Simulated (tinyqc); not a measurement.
# Charge stability of a double quantum dot, constant-interaction model with a charge sensor: effects of single changes

Capacitance matrix C = [[C1, -Cm], [-Cm, C2]], C1 = G1 + X1 + Cm + L1, C2 = G2 + X2 + Cm + L2. Gate charges n1 = (G1 V1 + X1 V2)/q, n2 = (X2 V1 + G2 V2)/q. The state (N1, N2) has U = (1/2) d^T E d with d = (N1 - n1, N2 - n2) and E = q^2 C^(-1). Leads at 0 V; no tunnel coupling, spin or level spacing. The sensor reads s1 <N1> + s2 <N2>.

Parameters, values chosen for the exercise:
```
symbol,value,unit,meaning
G1,13,aF,gate 1 to dot 1
G2,11,aF,gate 2 to dot 2
X1,1,aF,gate 2 to dot 1
X2,2.2,aF,gate 1 to dot 2
Cm,25,aF,between the dots
L1,35,aF,dot 1 to leads and ground
L2,28,aF,dot 2 to leads and ground
s1,0.66,,sensor weight of dot 1
s2,0.44,,sensor weight of dot 2
T,0.92,K,temperature
V2,15,mV,voltage of gate 2
```

Constants: q = 1.602176634e-19 C, kB = 1.380649e-23 J/K, Vt = kB T/q. Results are converted to the units shown.

Each table varies one quantity; the others keep the values above.

## From two dots to one

The states (0,0), (1,0), (0,1) meet where E n = (EC1/2, EC2/2), and (1,1), (1,0), (0,1) where E n = (EC1/2 + ECm, EC2/2 + ECm); the gate voltages follow from n.

From two dots to one:
```
Cm (aF)	EC1 (meV)	ECm (meV)	ECm/EC1	separation of the triple points in n1 + n2
0.66	3.227	0.05088	0.01577	0.02864
1.4	3.182	0.1046	0.03286	0.05887
3.1	3.088	0.2161	0.06998	0.1217
6.6	2.930	0.4045	0.1381	0.2277
14	2.695	0.6835	0.2536	0.3848
30	2.414	1.017	0.4213	0.5727
65	2.159	1.321	0.6121	0.7439
140	1.982	1.531	0.7726	0.8622
300	1.880	1.653	0.8792	0.9306
640	1.827	1.716	0.9395	0.9662
```

What does the comparison show?

ECm/EC1 rises from 0.0158 to 0.940 (it equals Cm/C2), and the separation rises from 0.0286 to 0.966. Zero means a square lattice of independent dots; 1 means parallel lines one electron apart, as for a single large dot. EC1 falls from 3.23 to 1.83 meV.

## Across the interdot transition

The gate charges are n1 = 0.5000 + x, n2 = 0.5000 - x, a line through the middle of the (1,0)-(0,1) boundary. The detuning is U(0,1) - U(1,0); thermal means over all states within two electrons.

Across the interdot transition:
```
x	detuning (meV)	<N1>	<N2>	sensor
-0.14	-0.4734	0.002720	0.9974	0.4406
-0.11	-0.3720	0.009397	0.9907	0.4421
-0.07	-0.2367	0.04868	0.9515	0.4508
-0.035	-0.1184	0.1842	0.8159	0.4806
0	0.0000	0.5000	0.5000	0.5500
0.035	0.1184	0.8158	0.1841	0.6194
0.07	0.2367	0.9513	0.04853	0.6492
0.11	0.3720	0.9906	0.009292	0.6579
0.14	0.4734	0.9973	0.002649	0.6594
```

<N1> rises from 0.00272 to 0.997 while <N2> falls from 0.997 to 0.00265; their sum stays within 1.5e-4 of 1. The detuning moves by EC1 + EC2 - 2 ECm = 3.38 meV for each unit of x, and the step is a Fermi function of width kB T = 0.0793 meV, which makes it a thermometer once the lever arms are known.

## A scan of gate 1

Same model as above.

Thermal means over all states within two electrons of the gate charges.

A scan of gate 1:
```
V1 (mV)	<N1>	<N2>	sensor	N1 of the ground state	N2 of the ground state
7.93	0.9999	1.0000	1.0999	1	1
10.2	1.0000	1.0000	1.1000	1	1
12.5	1.0001	1.0001	1.1001	1	1
14.8	1.0246	1.0028	1.1174	1	1
17.1	1.9214	1.0057	1.7107	2	1
19.4	1.9995	1.0004	1.7598	2	1
21.7	2.0000	1.0005	1.7602	2	1
24	2.0000	1.0117	1.7652	2	1
26.3	2.0150	1.2416	1.8762	2	1
28.6	2.5042	1.4458	2.2889	3	1
30.9	2.9537	1.0478	2.4105	3	1
33.2	2.9975	1.0493	2.4400	3	1
35.5	3.0000	1.5743	2.6727	3	2
```

What does the table show?

The ground state changes 3 time(s) between the rows listed: (1,1) to (2,1); (2,1) to (3,1); (3,1) to (3,2). Adding to dot 1 moves the sensor by s1 = 0.66, adding to dot 2 by s2 = 0.44, and a shift from dot 2 to dot 1 by 0.220. Far from triple points dot 1 gains an electron about every q/(G1 + X2 Cm/C2) = 11.6 mV.

Program tinyqc, `OMP_NUM_THREADS=1 python tinyqc.py 2470008 2470009 out.jsonl`; Intel Xeon 2.30GHz, shared host, one thread, about 0.01 s.
